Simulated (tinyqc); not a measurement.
# AlGaN/GaN HEMT with access regions, lumped model: effects of single changes

A polarisation-induced electron sheet under a Schottky gate, in series with two ungated access regions and contacts. Drift law v = mu E/(1 + mu E/vs) under the gate. Currents in mA/mm, resistances in ohm mm. No self-heating, no channel-length modulation; fits for polarisation, barrier and offset are chosen for the exercise.

Inputs (values chosen for the exercise); values close to those of AlGaN/GaN structures:
- x = 0.31 (aluminium share of the barrier)
- d = 20 nm (barrier thickness)
- eps_r = 9.5 (relative permittivity of barrier and channel)
- mu = 1700 cm^2/(V s) (channel mobility)
- vs = 1.4e7 cm/s (saturation velocity)
- Lg = 1.5 um (gate length)
- Ls = 2 um (source access length)
- Ld = 1.5 um (drain access length)
- Rc = 0.5 ohm mm (resistance of each contact)
- ft = 0.39 (share of the drain-access electrons removed by traps)
- Vg = 0 V (gate voltage)

Constants: q = 1.602176634e-19 C, eps0 = 8.8541878128e-14 F/cm where lengths are in cm. Results are converted to the units shown.

Each table varies one quantity; the others keep the values above.

## Effect of the gate length

sigma = (5e13 x + 1.6e13 x^2) cm^-2, phiB = 0.84 + 1.3 x, dEc = 0.7 (1.71 x + x^2) in volts, Cb = eps0 eps_r/d, VT = phiB - dEc - q sigma/Cb, access density n0 = -Cb VT/q. Access resistance R(L, n) = L/(q mu n sqrt(1 - (I/(q n vs))^2)); Rs = Rc + R(Ls, n0), Rd = Rc + R(Ld, (1 - ft) n0). Vg' = Vg - I Rs, Vd' = Vd - I (Rs + Rd); with u = Vg' - VT, Vc = vs Lg/mu and w the smaller of Vd' and Vc [sqrt(1 + 2 u/Vc) - 1] (0 if negative), the channel gives (mu Cb/Lg)(u w - w^2/2)/(1 + w/Vc). I equals that channel current. Isat is I at Vd = 10 V, gm = dIsat/dVg, Ron the limit of Vd/I at small Vd.

The same in every row: VT (V) = -5.686; n0 (cm^-2) = 1.493e13.

Effect of the gate length:
```
Lg (um),Ron (ohm mm),Isat (mA/mm),gm (mS/mm)
0.05,2.109,1856,313.6
0.09,2.119,1802,311.8
0.16,2.136,1733,308.9
0.29,2.168,1640,303.7
0.52,2.225,1525,295.5
0.93,2.326,1383,282.8
1.7,2.515,1207,263.4
3,2.835,1018,237.9
```

As Lg goes from 0.05 to 3 um, Ron rises from 2.11 to 2.83 ohm mm, Isat falls from 1860 to 1020 mA/mm and gm falls from 314 to 238 mS/mm. The ceiling Cb vs is 589 mS/mm. In every row the power passes 5 W/mm, where self-heating, left out here, lowers the current.

## Effect of the barrier thickness

Same model as above.

Effect of the barrier thickness:
```
d (nm),VT (V),n0 (cm^-2),Ron (ohm mm),Isat (mA/mm),gm (mS/mm)
8,-1.792,1.176e13,2.861,488.3,361.7
11,-2.765,1.320e13,2.658,730.4,340.8
14,-3.739,1.402e13,2.561,931.7,314.7
18,-5.037,1.469e13,2.489,1152,282.4
22,-6.335,1.512e13,2.447,1331,254.9
27,-7.957,1.547e13,2.414,1515,226.7
33,-9.905,1.576e13,2.388,1691,199.9
```

What does the comparison show?

As d goes from 8 to 33 nm, Ron falls from 2.86 to 2.39 ohm mm, Isat rises from 488 to 1690 mA/mm and gm falls from 362 to 200 mS/mm. VT falls from -1.79 to -9.90 V. For d = 11 to 33 nm the power passes 5 W/mm, where self-heating, left out here, lowers the current. At d = 33 nm the barrier is thick and rich enough in aluminium to relax or crack.

## Effect of the gate voltage

Same model as above.

The same in every row: VT (V) = -5.686; n0 (cm^-2) = 1.493e13.

Effect of the gate voltage:
```
Vg (V),Ron (ohm mm),Isat (mA/mm),gm (mS/mm)
-5.3,7.535,24.42,108.2
-4.3,3.611,186.4,197.4
-3.4,3.015,379.9,229.3
-2.4,2.735,619.9,248.9
-1.4,2.586,875.0,260.4
-0.4,2.494,1139,266.7
0.5,2.436,1380,268.8
1.5,2.389,1648,267.2
```

What does the comparison show?

As Vg goes from -5.3 to 1.5 V, Ron falls from 7.53 to 2.39 ohm mm, Isat rises from 24.4 to 1650 mA/mm and gm goes from 108 through a maximum of 269 (at Vg = 0.5 V among the rows listed) to 267 mS/mm. The ceiling Cb vs is 589 mS/mm. For Vg = -2.4 to 1.5 V the power passes 5 W/mm, where self-heating, left out here, lowers the current. At Vg = 1.5 V Vg comes within 0.2 V of phiB or passes it, so at low drain current, as for Ron, the Schottky gate would conduct.

Computed by the program tinyqc: `OMP_NUM_THREADS=1 python tinyqc.py 2570075 2570076 out.jsonl`, one thread of a shared Intel Xeon 2.30GHz, about 0.03 s for the whole run.
